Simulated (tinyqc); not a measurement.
Threshold-voltage variability of a planar MOSFET, analytic estimates: one step of the calculation.

Three independent sources add in quadrature: random dopants in the depleted layer, metal-gate grains of two orientations, and roughness of the two gate edges acting through the roll-off VT = VT(long) - Vr exp(-L/l). These are first-order estimates: no three-dimensional electrostatics, no percolation.

Question. Total spread, mismatch and leakage. s = sqrt(s1^2 + s2^2 + s3^2). For a pair: s(dVT) = sqrt(2) s; current mismatch sqrt(2) sqrt((gI s)^2 + sb^2); input offset = current mismatch/gI. For a Gaussian VT the off current is log-normal with mean/median = exp(s^2/(2 (n Vt)^2)).

Values chosen for this exercise; material values close to those of silicon: temperature T = 293 K; subthreshold factor n = 1.2; gm/I of a matched pair gI = 5 1/V; spread of the gain factor of one device sb = 2.8 %.

Constants: q = 1.602176634e-19 C, kB = 1.380649e-23 J/K, Vt = kB T/q. Results are converted to the units shown.

s1 = 9.5938440 mV
s2 = 5.7522374 mV
s3 = 2.4426846 mV

Give: s; s(dVT); current mismatch; input offset; mean/median of Ioff.

Answer.

s = 11.45 mV
s(dVT) = 16.19 mV
current mismatch = 9.013 %
input offset = 18.03 mV
mean/median of Ioff = 1.074

Computed by the program tinyqc: `OMP_NUM_THREADS=1 python tinyqc.py 2090092 2090093 out.jsonl`, one thread of a shared Intel Xeon 2.30GHz, about 0.01 s for the whole run.
